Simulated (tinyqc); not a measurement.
Polycrystalline film, grain-boundary barriers (Seto model): one step of the calculation.

One-dimensional grains of size Lg with donors N; each boundary has Qt acceptor-like traps per area at one level Et below the band edge. Trapped electrons qt deplete a width w = qt/N (both sides together) and raise a barrier Vb = q N w^2/(8 eps0 eps_r). Current crosses the barriers by thermionic emission at small bias. Abrupt depletion, full ionisation, Boltzmann statistics.

Problem. Barrier, resistivity and effective mobility. Partly depleted grains: the density at the grain centre is n0 = N and qt = Qt/(1 + 2 (Nc/N) exp((Vb - Et)/Vt)). If that gives qt >= N Lg, the grains are fully depleted: qt = N Lg, w = Lg and n0 = 2 Nc exp((Vb - Et)/Vt)/(Qt/(N Lg) - 1). Resistivity: barriers rb = Vt exp(Vb/Vt)/(q n0 vc Lg), grain interior rg = (1 - w/Lg)/(q mg N); effective mobility 1/(q N (rb + rg)).

Parameters, values chosen for the exercise; values close to those of polycrystalline silicon: temperature T = 300 K; relative permittivity of the semiconductor eps_r = 11.7; grain size Lg = 400 nm; trap density at a boundary Qt = 2.5e12 cm^-2; donor density N = 2.1e17 cm^-3; mobility inside a grain mg = 170 cm^2/(V s); collection velocity at the barrier vc = 8.4e6 cm/s; conduction-band density of states at T Nc = 2.8e19 cm^-3; trap level below the band edge Et = 0.55 eV.

Constants: q = 1.602176634e-19 C, kB = 1.380649e-23 J/K, Vt = kB T/q, eps0 = 8.8541878128e-14 F/cm where lengths are in cm. Results are converted to the units shown.

Wanted: qt; w; Vb; n0; rb; rg; effective mobility.

Solution.

qt = 2.0035e12 cm^-2
w = 95.405 nm
Vb = 0.36953 V
n0 = 2.1000e17 cm^-3
rb = 3689.6 ohm cm
rg = 0.13313 ohm cm
effective mobility = 0.0080551 cm^2/(V s)

The grains are partly depleted, 80.1 % of the traps are filled and the barriers give 100 % of the resistivity.

Computed by the program tinyqc: `OMP_NUM_THREADS=1 python tinyqc.py 2610009 2610010 out.jsonl`, one thread of a shared Intel Xeon 2.30GHz, about 0.01 s for the whole run.
